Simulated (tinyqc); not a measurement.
Worked calculation: coherent transport through a tight-binding region between two chains. One step of it, computed by the program tinyqc.

Task: Transmission at E = -0.61 eV. Surface Green function g = (E - i sqrt(4 t^2 - E^2)) / (2 t^2); self-energy tc^2 g on each contact site; G = (E - H - Sigma)^(-1); Gamma = -2 Im Sigma; T = Gamma_L Gamma_R |G_LR|^2; local density of states -Im G_ii / pi.

H of the central region (eV):
```
           1          2
1   0.000000  -2.260000
2  -2.260000   0.000000
```

Leads: semi-infinite chains with site energy 0:
```
parameter                           value
lead hopping t (eV)              2.840000
coupling to the left lead (eV)   1.390000
coupling to the right lead (eV)  0.530000
left contact site                       1
right contact site                      2
```

E = -0.610000 eV

Give: g; G; local density of states; transmission.

Result:

g = -0.038-0.350i 1/eV

G (1/eV):
```
              1             2
1  0.121-0.032i  0.462-0.044i
2  0.462-0.044i  0.097-0.149i
```

local density of states (1/eV): 0.010  0.047

transmission = 0.057
